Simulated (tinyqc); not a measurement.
What moves the results: two-dimensional electron gas with Rashba and Dresselhaus coupling. A value that a table varies takes the place of the one given here.

H = c k^2/m + al (ky sx - kx sy) + b1 (kx sx - ky sy) + gam kx ky (kx sy - ky sx), s the Pauli matrices, x = [100], c = hbar^2/2m0, b1 = gam (pi/L)^2 (hard walls). H = c k^2/m + B.s, so E = c k^2/m -/+ |B| and the lower state has its spin along -B.

Constants: hbar^2/2m0 = 3.80998211 eV angstrom^2.

Inputs chosen for the exercise (of the size met in GaAs; the results hold for these values, not for the real material): m = 0.0664 m0 (mass); al = 0.02 eV angstrom (Rashba constant); gam = 11.3 eV angstrom^3 (bulk Dresselhaus constant); L = 191 angstrom (width of the (001) well); n = 7.8 1e11/cm^2 (sheet density (one subband filled)).

## Splitting and spin direction around the circle

At |k| = k0 = sqrt(2 pi n), 1e11/cm^2 = 1e-5/angstrom^2.

Around the circle:

| phi (deg) | Bx (meV) | By (meV) | splitting (meV) | lower spin (deg) |
|---|---|---|---|---|
| 0.0 | 0.0677 | -0.4428 | 0.8958 | 98.7 |
| 22.5 | 0.2154 | -0.3949 | 0.8996 | 118.6 |
| 45.0 | 0.3176 | -0.3176 | 0.8983 | 135.0 |
| 67.5 | 0.3949 | -0.2154 | 0.8996 | 151.4 |
| 90.0 | 0.4428 | -0.0677 | 0.8958 | 171.3 |
| 112.5 | 0.4232 | 0.1235 | 0.8817 | -163.7 |
| 135.0 | 0.3086 | 0.3086 | 0.8728 | -135.0 |
| 157.5 | 0.1235 | 0.4232 | 0.8817 | -106.3 |

How do the results move?

The splitting runs from 0.8728 meV at 135 to 0.8996 meV at 22.5 degrees. Along [110] it is 2 k |al + b1 - 2 b3| and along [-110] 2 k |al - b1 + 2 b3|, b3 = gam k^2/4. From 0 to 90 degrees the spin turns with k (+73 degrees), the sense of the Rashba term.

## Tuning the Rashba term through the balance point

al = f (b1 - b3) at k0 = sqrt(2 pi n), b3 = gam k0^2/4. Helix wavelength along [110]: 2 pi c/(m |al + b1 - b3|). Dyakonov-Perel rates are proportional to the mean squares of the first harmonics: for spin along z, al^2 + (b1 - b3)^2; for the most protected in-plane spin, (al - (b1 - b3))^2/2 (third harmonic left out); both are given over (b1 - b3)^2.

Against f:

| f | al (meV angstrom) | wavelength (micron) | rate, z | rate, in plane |
|---|---|---|---|---|
| 0.00 | 0.000 | 21.555 | 1.000 | 0.5000 |
| 0.25 | 0.418 | 17.244 | 1.062 | 0.2812 |
| 0.50 | 0.836 | 14.370 | 1.250 | 0.1250 |
| 0.75 | 1.254 | 12.317 | 1.562 | 0.0312 |
| 0.90 | 1.505 | 11.345 | 1.810 | 0.0050 |
| 1.00 | 1.673 | 10.777 | 2.000 | 0.0000 |
| 1.25 | 2.091 | 9.580 | 2.562 | 0.0312 |
| 2.00 | 3.345 | 7.185 | 5.000 | 0.5000 |

What can be read from the table?

At f = 1, al = 1.67 meV angstrom, the first harmonic points along one axis for all k and the listed in-plane rate vanishes; the helix would have wavelength 10.78 micron. But the third harmonic, left out of the table, has b3/(b1 - b3) = 0.83; its mean square, 0.34 in these units against 0.50 for the in-plane rate at f = 0, limits the protection to about the ratio of the two. The uniform z spin still relaxes there, twice as fast as at f = 0.

## What each parameter does

Splittings 2|B| at k0 = sqrt(2 pi n) along [100], [110] and [-110], and E0 = c k0^2/m; 1e11/cm^2 = 1e-5/angstrom^2. Each row changes one parameter from the base and keeps the others.

Results:

| case | [100] (meV) | [110] (meV) | [-110] (meV) | E0 (meV) |
|---|---|---|---|---|
| base | 0.8958 | 0.8983 | 0.8728 | 28.12 |
| m = 0.07304 m0 | 0.8958 | 0.8983 | 0.8728 | 25.56 |
| al = 0.024 eV angstrom | 1.0712 | 1.0754 | 1.0499 | 28.12 |
| gam = 13.56 eV angstrom^3 | 0.9003 | 0.9008 | 0.8702 | 28.12 |
| L = 211 angstrom | 0.8924 | 0.8738 | 0.8972 | 28.12 |
| n = 11.7 1e11/cm^2 | 1.0971 | 1.0251 | 1.1440 | 42.18 |

What can be read from the table?

The largest shifts from the base row, up to three for each result and ties (the steps differ in size, so this ranks the rows, not the parameters). [100] (meV): n +0.2013, al +0.1754, gam +0.0045; unchanged at the printed digits by m. [110] (meV): al +0.1771, n +0.1268, L -0.0244; unchanged at the printed digits by m. [-110] (meV): n +0.2712, al +0.1771, L +0.0244; unchanged at the printed digits by m. E0 (meV): n +14.06, m -2.56; unchanged at the printed digits by al, gam and L.

(tinyqc, `OMP_NUM_THREADS=1 python tinyqc.py 1451793 1451794 out.jsonl`, Intel(R) Xeon(R) Processor @ 2.30GHz, 1 thread, shared host, about 0.01 s.)
